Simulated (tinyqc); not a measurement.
Raising D: domain walls in a thin film with perpendicular anisotropy: Bloch, Neel and chiral walls, motion and stripe domains. Computed by tinyqc, a small Python program. Command: `OMP_NUM_THREADS=1 python tinyqc.py 3020752 3020753 out.jsonl mwall walk`. One thread of a shared host (Intel(R) Xeon(R) Processor @ 2.30GHz), about 0.01 s of CPU time with the checks.

One-dimensional wall: polar angle theta(x), azimuth phi of the moment in the wall (phi = 0 Neel, 90 degrees Bloch). mu_0 = 1.25663706212e-6 T m/A, gamma = 1.76085963023e11 rad/(s T).

Inputs (values chosen for the exercise, for a model film):
```
quantity                      value    unit
saturation magnetisation M_s   1290    kA/m
exchange stiffness A             22    pJ/m
uniaxial anisotropy K_u        1110  kJ/m^3
DMI constant D                 0.15  mJ/m^2
thickness t                     1.5      nm
```

Method. K_eff = K_u - mu_0 M_s^2/2; Delta = sqrt(A/K_eff); sigma_0 = 4 sqrt(A K_eff); profile theta = 2 arctan exp(x/Delta); quality factor Q = 2 K_u/(mu_0 M_s^2). sigma(phi) = sigma_0 + 2 Delta K_D cos^2(phi) - pi D cos(phi), with the wall shape anisotropy K_D = N_x mu_0 M_s^2/2, N_x = t ln 2/(pi Delta). The minimum has cos(phi) = D/D_N for D < D_N = 4 Delta K_D/pi and phi = 0 beyond; sigma turns negative at D_c = (sigma_0 + 2 Delta K_D)/pi.

D_N = 0.440592 mJ/m^2

D_c = 1.73600 mJ/m^2

width parameter Delta = 18.4807 nm

sigma_0 = 4.76174 mJ/m^2

Wall against D; the last column is the Kaplan-Gehring width, log10[0.955 t exp(pi sigma/(mu_0 M_s^2 t))/nm], with a dash where it falls below 10 Delta and the formula fails:
```
D (mJ/m^2)  phi (degrees)  sigma (mJ/m^2)  sigma/sigma_0  log10 domain width
0.088              78.479          4.7341        0.99420                   -
0.220              60.044          4.5892        0.96376                   -
0.350              37.403          4.3250        0.90828                   -
0.690               0.000          3.2861        0.69011                   -
1.000               0.000          2.3122        0.48558                   -
1.400               0.000          1.0556        0.22168                   -
1.600               0.000          0.4273        0.08973                   -
```

What does the comparison show, and why?

D_N is 25 % of D_c. Beyond D_N sigma falls by pi per unit of D.

Extremes, crossings and ranges named in words are read from the listed rows.
